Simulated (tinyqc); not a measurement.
A log to judge: quasi-harmonic thermal expansion with mode Grueneisen parameters. Computed by tinyqc. Command: `OMP_NUM_THREADS=1 python tinyqc.py 3000805 3000806 out.jsonl qha walk`. One thread of a shared host (Intel(R) Xeon(R) Processor @ 2.30GHz), about 0.01 s of CPU time with the checks.

A crystal with two atoms a cell; per atom there are 1 transverse acoustic (TA), 1/2 longitudinal acoustic (LA) and 3/2 optical (O) modes. Every frequency of group i scales as nu_i (V/V0)^(-gamma_i). Each group has one frequency. Static energy: E = (9 V0 B0/16) [y^3 B' + y^2 (2 - 4 y)], y = (V0/V)^(2/3) - 1, with pressure P_s = (3 B0/2) (z^7 - z^5) [1 + (3/4)(B' - 4)(z^2 - 1)], z = (V0/V)^(1/3).

Inputs (values chosen for the exercise, modelled on sodium chloride):
```
quantity                       value             unit
static volume V0                22.4  angstrom^3/atom
static bulk modulus B0          24.8              GPa
static B'                       5.11                -
frequency nu_TA                 2.47              THz
frequency nu_LA                 3.82              THz
frequency nu_O                  5.63              THz
Grueneisen parameter gamma_TA   0.98                -
Grueneisen parameter gamma_LA    1.7                -
Grueneisen parameter gamma_O     1.8                -
temperature T                    300                K
step factor f                    2.3                -
```

Acoustic groups: Einstein.

Constants: h x 1 THz = 4.135667696 meV; k_B = 8.617333262e-05 eV/K; 1 eV/angstrom^3 = 160.2176634 GPa.

Method:
- For a mode with x = h nu/(k_B T), n = 1/(exp(x) - 1): U = h nu (n + 1/2), C/k_B = x^2 n (n + 1); U_i and C_i sum these over group i with its weight per atom.
- Phonon pressure P_ph = sum_i gamma_i U_i/V.
- Start at V0 and step V(new) = V [1 + f (P_s + P_ph)/B0]; stop when |P_s + P_ph| < 1e-8 GPa, after 60 steps, or when V leaves 0.7 to 1.3 V0.

Iterations:
```
step  V (angstrom^3)  P_s + P_ph (GPa)
0            22.4000          0.878149
1            24.2243         -0.786978
2            22.4563          0.813797
3            24.1511         -0.734618
4            22.5057          0.758041
5            24.0879         -0.688560
6            22.5497          0.709042
7            24.0325         -0.647552
8            22.5892          0.665480
...              ...               ...
51           23.5132         -0.232095
52           23.0071          0.232133
53           23.5024         -0.222817
54           23.0167          0.222691
55           23.4921         -0.213951
56           23.0259          0.213681
57           23.4822         -0.205474
58           23.0348          0.205077
59           23.4729         -0.197365
```

Can the last value be used, and what does the course show?

No. Not converged: the residual wanders without falling. Near the solution each step multiplies the error by about 1 - f B/B0, with f = 2.3. Reruns still fail with step factor f = 1.0; and with step factor f = 0.6.
